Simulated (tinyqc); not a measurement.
# Floating body of a partially depleted SOI transistor: body voltage and kink: transfer curve and swing

Source at 0 V. Channel current Ic = 2 nf K Vt^2 [F(0) - F(Vd)](1 + la Vd), F(V) = ln^2(1 + exp((Vg - VT - nf V)/(2 nf Vt))), VT = VT0 - gb Vb. Saturation voltage Vs = 2 Vt sqrt(F(0)) + 3 Vt, excess Ve = (Vd - Vs + sqrt((Vd - Vs)^2 + 0.0004 V^2))/2, multiplication M1 = Ai Ve exp(-Bl/Ve). Each junction passes D(v) = J1 (exp(v/Vt) - 1) + J2 (exp(v/(2 Vt)) - 1). Bipolar current Ib = bb J1 (exp(Vb/Vt) - 1). The body settles where M1 (Ic + Ib) = D(Vb) + D(Vb - Vd) + Vb/Rb; drain current Id = (1 + M1)(Ic + Ib) - D(Vb - Vd).

Rows with more than one solution for Vb (latch) are left out; dId/dVd by a forward difference over 1e-4 V, swing = 1e-4 V over the change of log10 Id; M1 under 1e-12 is printed as 0.

Values chosen for this exercise; values of the order met in partially depleted silicon-on-insulator transistors:

| symbol | value | unit | meaning |
|---|---|---|---|
| T | 398 | K | temperature |
| VT0 | 0.39 | V | threshold at zero body voltage |
| gb | 0.26 |  | fall of the threshold per volt of body voltage |
| nf | 1.16 |  | slope factor |
| K | 310 | uA/(V^2 um) | gain factor per width |
| la | 0.04 | 1/V | channel-length modulation factor |
| Ai | 3.17 | 1/V | impact-ionisation prefactor |
| Bl | 4.7 | V | impact-ionisation voltage |
| J1 | 5.3e-10 | uA/um | diffusion saturation current of each junction |
| J2 | 1.1e-6 | uA/um | recombination saturation current of each junction |
| bb | 3 |  | gain of the lateral bipolar transistor on the diffusion current |
| Rb | 1e9 | kohm um | resistance of a weak body tie to the source (1e9 stands for no tie, and the term is then dropped) |
| Vd | 1.5 | V | drain voltage |

Constants: q = 1.602176634e-19 C, kB = 1.380649e-23 J/K, Vt = kB T/q. Results are converted to the units shown.

Result of one run:
columns A: Vg (V); B: Vb (V); C: M1; D: Id, floating (uA/um); E: Id, grounded (uA/um); F: ratio; G: swing, floating (mV/decade); H: swing, grounded (mV/decade)
```
A          B        C      D      E      F      G      H
0.44  0.7209  0.07240  11.14  1.121  9.938  327.5  150.4
```

What becomes of these results when the gate voltage Vg is changed from 0.44 to 0.54 V, all else the same?

Result of the changed run:
columns A: Vg (V); B: Vb (V); C: M1; D: Id, floating (uA/um); E: Id, grounded (uA/um); F: ratio; G: swing, floating (mV/decade); H: swing, grounded (mV/decade)
```
A          B        C      D      E      F      G      H
0.54  0.7289  0.04945  20.08  4.033  4.980  461.8  218.8
```

The whole series:
columns A: Vg (V); B: Vb (V); C: M1; D: Id, floating (uA/um); E: Id, grounded (uA/um); F: ratio; G: swing, floating (mV/decade); H: swing, grounded (mV/decade)
```
A           B        C         D         E      F      G      H
-0.06  0.1126   0.1531  2.744e-5  1.371e-5  2.001  69.44  99.77
0.04   0.3552   0.1520  0.001589  1.554e-4  10.22  53.02  92.84
0.14   0.5590   0.1456   0.07985  0.001849  43.19  70.74  93.67
0.24   0.6542   0.1275     1.037   0.02058  50.42  118.5  98.44
0.34   0.7000  0.09998     4.596    0.1868  24.60  206.1  113.3
0.44   0.7209  0.07240     11.14     1.121  9.938  327.5  150.4
0.54   0.7289  0.04945     20.08     4.033  4.980  461.8  218.8
0.64   0.7295  0.03188     31.13     9.723  3.202  593.5  313.7
0.74   0.7245  0.01920     44.27     18.27  2.423  716.2  423.1
```

Vb goes from 0.113 through a maximum of 0.730 (at Vg = 0.64 V among the rows listed) to 0.724 V. The smallest swing among the rows is 53.0 mV a decade with a floating body (at Vg = 0.04 V) and 92.8 with a grounded one; Vt ln 10 = 79.0. The floating swing is smaller by more than 3 % for Vg = -0.06, 0.04, 0.14 V, where the rising Vb lowers the threshold as Vg rises. In the first row the floating body raises the current by a factor of 2.00.

Range of the model: The multiplication law is an empirical form chosen for the exercise; self-heating and capacitive coupling to the body are left out, and the linear laws are rough once Vb passes about 0.7 V or M1 about 0.1.

Computed by the program tinyqc: `OMP_NUM_THREADS=1 python tinyqc.py 2182087 2182088 out.jsonl`, one thread of a shared Intel Xeon 2.30GHz, about 0.2 s for the whole run.
